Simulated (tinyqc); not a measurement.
One-diode model of a solar cell: two steps of the calculation.

J is the current delivered and Vj = V + J Rs the junction voltage. J = X JL - J01 (exp(Vj/(n1 Vt)) - 1) - Vj/Rp. The photocurrent does not depend on voltage.

Inputs (values chosen for the exercise); values of the order met in cells of silicon:

| symbol | value | unit | meaning |
|---|---|---|---|
| T | 323 | K | temperature |
| JL | 39.3 | mA/cm^2 | photocurrent at one sun |
| X | 1 | suns | concentration |
| J01 | 1.6e-6 | A/cm^2 | saturation current of the diode |
| n1 | 1.66 |  | ideality factor of the diode |
| Rs | 0.069 | ohm cm^2 | series resistance |
| Rp | 6000 | ohm cm^2 | shunt resistance |
| Pin | 100 | mW/cm^2 | incident power at one sun |

Constants: q = 1.602176634e-19 C, kB = 1.380649e-23 J/K, Vt = kB T/q. Results are converted to the units shown.

Task 1. New Vj. Maximum power: dP/dVj = f = J (1 + 2 Rs G) - G Vj = 0. G = -dJ/dVj = J01 exp(Vj/(n1 Vt))/(n1 Vt) + 1/Rp. H = dG/dVj; f' = -2 G - 2 Rs G^2 + (2 Rs J - Vj) H; Vj(new) = Vj - f/f'.

Vj after iteration 1 = 0.38968918 V

Wanted: J; G; H; f; f'; Vj after iteration 2.

Result 1.

J = 31.875 mA/cm^2
G = 0.15949 S/cm^2
H = 3.4483 S/(cm^2 V)
f = -29.576 mA/cm^2
f' = -1.6511 S/cm^2
Vj after iteration 2 = 0.37178 V

Task 2. Figures of merit. Jsc at V = 0, Voc at J = 0, the maximum power point where J (1 + 2 Rs G) = G Vj with G = -dJ/dVj; FF = Vmp Jmp/(Voc Jsc); efficiency Vmp Jmp/(X Pin). Empirical fill factor without parasitics FF0 = (v - ln(v + 0.72))/(v + 1), v = Voc/(n1 Vt).

Wanted: Jsc; Voc; Vmp; Jmp; FF; efficiency; FF0.

Result 2.

Jsc = 39.30 mA/cm^2
Voc = 0.4670 V
Vmp = 0.3639 V
Jmp = 34.80 mA/cm^2
FF = 0.6901
efficiency = 12.66 %
FF0 = 0.6955

FF is 0.78 % below FF0. Removing one loss at a time changes the efficiency by: series resistance +0.08, shunt +0.02 points.

Numbers from tinyqc (`OMP_NUM_THREADS=1 python tinyqc.py 2280128 2280129 out.jsonl`; about 0.01 s on one thread of a shared Intel Xeon 2.30GHz).
